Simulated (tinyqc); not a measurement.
Deep-level transient spectroscopy: two steps of the calculation.

Schottky contact on an n-type layer with shallow donors Nd (all ionised) and a donor-like deep trap, neutral when filled and positive when empty; depletion approximation. Traps within lam of the depletion edge stay filled. A long pulse to Vp fills the traps beyond x1 = Wp - lam; back at Vr those between x1 and x2 = Wr - lam emit. A rate window reads S = C(t2) - C(t1).

Inputs (values chosen for the exercise); material values close to those of 4H silicon carbide: relative permittivity eps_r = 9.88; conduction-band density of states at 300 K Nc = 1.68e19 cm^-3; thermal velocity at 300 K vth = 1.9e7 cm/s; shallow donor density Nd = 9.1e15 cm^-3; depth of the trap below the conduction edge Et = 0.17 eV; capture cross-section sn = 9.3e-17 cm^2; trap density Nt = 3.7e15 cm^-3; first sampling time t1 = 0.2 ms; second sampling time t2 = 0.5 ms; temperature of the transient T = 144 K.

Constants: q = 1.602176634e-19 C, kB = 1.380649e-23 J/K, eps0 = 8.8541878128e-14 F/cm where lengths are in cm. Results are converted to the units shown.

Task 1. Emission rate and rate window. Emission rate en = sn vth(T) Nc(T) exp(-Et/kB T) = sn g T^2 exp(-Et/kB T), g = vth Nc/(300 K)^2, as vth goes as T^0.5 and Nc as T^1.5 (degeneracy factor 1). For an exponential transient S peaks where en = ew = ln(t2/t1)/(t2 - t1).

Find: g; en; 1/en; ew.

Result 1.

g = 3.547e21 cm^-2 s^-1 K^-2
en = 7679 1/s
1/en = 0.1302 ms
ew = 3054 1/s

Task 2. The transient. W(t)^2 = Wr^2 + (Nt/Nd)(x2^2 - x1^2) exp(-en t), C = eps0 eps_r/W; for small Nt, dC/C = -(Nt/2 Nd) G exp(-en t) with G = (x2^2 - x1^2)/Wr^2. S = C(t2) - C(t1).

t, sample 0 to 6 (ms): 0  0.1  0.2  0.35  0.5  1  2.5
en = 7678.7437 1/s
Wr = 987.03953 nm
G = (x2^2 - x1^2)/Wr^2 = 0.74250378

Find: C; C - C(final); S.

Result 2.

```
sample	C (nF/cm^2)	C - C(final) (pF/cm^2)
0	7.7675	-1095.3
1	8.3005	-562.3
2	8.5881	-274.7
3	8.7731	-89.7
4	8.8342	-28.6
5	8.8622	-0.6
6	8.8628	0.0
```

S = 246.07 pF/cm^2

Range of the model: With Nt above a tenth of Nd the edge x2 moves during the transient, which this model holds fixed, and the transient is not a plain exponential.

Computed by the program tinyqc: `OMP_NUM_THREADS=1 python tinyqc.py 2050161 2050162 out.jsonl`, one thread of a shared Intel Xeon 2.30GHz, about 0.01 s for the whole run.
